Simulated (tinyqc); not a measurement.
# Doping from resistivity

Inverse problem. A uniform, uncompensated and fully ionised sample has rho = 1/(q N mu), mu = m1 + (m2 (T/300 K)^(-bt) - m1)/(1 + (N/Nr)^am). Find N, mu and the diffusion coefficient mu Vt.

Values chosen for this exercise: temperature T = 250 K; mobility limit at high doping m1 = 45.9 cm^2/(V s); mobility limit at low doping, at 300 K m2 = 452 cm^2/(V s); reference doping of the mobility law Nr = 2.18e17 cm^-3; exponent of the mobility law am = 0.721; temperature exponent of m2 bt = 2.2.

Constants: q = 1.602176634e-19 C, kB = 1.380649e-23 J/K, Vt = kB T/q. Results are converted to the units shown.

resistivity = 0.026383262 ohm cm

Solution. With am below 1 the product N mu rises steadily with N, so one doping matches; it is found by iterating N = 1/(q rho mu(N)).

N = 1.300e18 cm^-3
mu = 182.0 cm^2/(V s)
diffusion coefficient = 3.920 cm^2/s

tinyqc, about 0.01 s, one thread, Intel Xeon 2.30GHz (shared host): `OMP_NUM_THREADS=1 python tinyqc.py 2110010 2110011 out.jsonl`
